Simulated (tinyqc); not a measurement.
## Bulk resistivity and mean free path from two films

Question. In the thick-film limit single-crystal films obey rho = rho0 (1 + 3 (1 - ps) lam/(8 d)). Find rho0, lam and the product rho0 lam.

Inputs (values chosen for the exercise): specular share of surface scattering ps = 0.

rho at d = 72 and 280 nm (uohm cm): [2.0092917, 1.7498179]

Answer. rho is a straight line in 1/d: the intercept is rho0 and the slope (3/8)(1 - ps) rho0 lam. Without ps only the product (1 - ps) lam could be found.

rho0 = 1.66 uohm cm
lam = 40.4 nm
rho0 lam = 67.1 uohm cm nm

tinyqc, about 0.01 s, one thread, Intel Xeon 2.30GHz (shared host): `OMP_NUM_THREADS=1 python tinyqc.py 2100033 2100034 out.jsonl`
